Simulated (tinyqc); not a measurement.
Concentration-dependent dopant diffusion with charged defects and the built-in field: one step, computed by the program tinyqc. Command: `OMP_NUM_THREADS=1 python tinyqc.py 3008204 3008205 out.jsonl extrinsic walk`. One thread of a shared host (Intel(R) Xeon(R) Processor @ 2.30GHz), about 0.1 s of CPU time with the checks.

A constant source C_s feeds a half space. The dopant moves through neutral point defects and through charged ones, whose number grows with the majority carrier density n.

Question. Diffusivity at the surface. n = C/2 + sqrt(C^2/4 + n_i^2); D(C) = h [Dx + D1 (n/n_i)], h = 1 + C/sqrt(C^2 + 4 n_i^2).

Inputs (values chosen for the exercise, modelled on arsenic in silicon): surface concentration C_s = 1.2e+20 1/cm^3; temperature T = 950 C.

Field enhancement: on.

n_i = 5.352090e+18 1/cm^3

partial diffusivities (cm^2/s): Dx 5.886381e-17, D1 2.452667e-16

intrinsic diffusivity D_i = 3.041305e-16 cm^2/s

Give: n/n_i; field factor h; surface diffusivity D_s; enhancement D_s/D_i.

Answer.

n/n_i = 22.47

field factor h = 1.996

surface diffusivity D_s = 1.112e-14 cm^2/s

enhancement D_s/D_i = 36.55

C_s is 22.4 times n_i: diffusion is extrinsic near the surface. At such a C_s dopants can cluster or exceed their solubility, which the model leaves out.
